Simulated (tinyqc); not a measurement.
Inside a calculation: exchange-split free-electron bands and tunnelling magnetoresistance. Values are carried at full precision from step to step, so a last printed digit may differ when a step is redone from the rounded ones.

Majority and minority bands E = c k^2/m -/+ Dx/2, c = hbar^2/2m0, so k_up = sqrt(m (EF + Dx/2)/c), k_dn = sqrt(m (EF - Dx/2)/c); n_s = k_s^3/(6 pi^2), D_s = m k_s/(4 pi^2 c).

Constants: hbar^2/2m0 = 3.80998211 eV angstrom^2.

Parameters, chosen for this exercise: EF = 4.37 eV (Fermi energy above the mean band bottom); Dx = 7.73 eV (exchange splitting); m = 0.83 m0 (mass in the electrodes); mb = 0.66 m0 (mass in the barrier); phi = 2.61 eV (barrier height above EF); d = 13.3 angstrom (barrier thickness).

## The two Fermi spheres

Give k_s, n_s, D_s, the moment per electron (n_up - n_dn)/n and three polarisations: of D, of D v and of D v^2 (v proportional to k).

k_up, k_dn (1/angstrom): 1.3394  0.3317

n_up, n_dn (1/angstrom^3): 0.04058  0.00062

D_up, D_dn (1/(eV angstrom^3)): 0.00739  0.00183

moment per electron = 0.9701 muB

polarisations: D 0.6030, D v 0.8844, D v^2 0.9701

The three numbers differ although they describe one band structure: each probe (density of states, ballistic current, diffusive current) weights the velocity differently.

## Transmissions

Barrier: kappa = sqrt(mb phi/c), c = hbar^2/2m0. With a = k1/m, b = k2/m, w = kappa/mb, the transmission at normal incidence is T(k1, k2) = 4 a b w^2/[w^2 (a + b)^2 + (w^2 + a^2)(w^2 + b^2) sinh^2(kappa d)]. Parallel: G_P = T(up, up) + T(dn, dn); antiparallel: G_AP = 2 T(up, dn); TMR = (G_P - G_AP)/G_AP. Julliere: TMR = 2 P^2/(1 - P^2). Slonczewski factor: P_eff = P_k (w^2 - a_up a_dn)/(w^2 + a_up a_dn), P_k = (k_up - k_dn)/(k_up + k_dn).

Evaluate kappa and the three T.

kappa = 0.6724 1/angstrom
kappa d = 8.943

T: up-up 5.565e-08, dn-dn 3.156e-08, up-dn 4.191e-08

The majority channel transmits more, by a factor 1.76; the common factor exp(-2 kappa d) is 1.71e-08.

## Magnetoresistance

From the T, and from the Julliere formula with P_k and with P_eff.

TMR from T = 4.05 %
P_k = 0.6030
P_eff = 0.1409
Julliere with P_k = 114.29 %
Julliere with P_eff = 4.05 %

The interface factor is +0.234. The plain Julliere value lies 110.2 points above the result and the one with P_eff 0.00 points from it. Symmetry filtering in crystalline barriers, which gives far larger values, is outside this model.

## Checks

- TMR of a thick barrier against the Julliere formula with P_eff: both 0.04048.

Run: tinyqc, `OMP_NUM_THREADS=1 python tinyqc.py 1652248 1652249 out.jsonl`; Intel(R) Xeon(R) Processor @ 2.30GHz, one thread, shared host; about 0.01 s of CPU time with all checks.
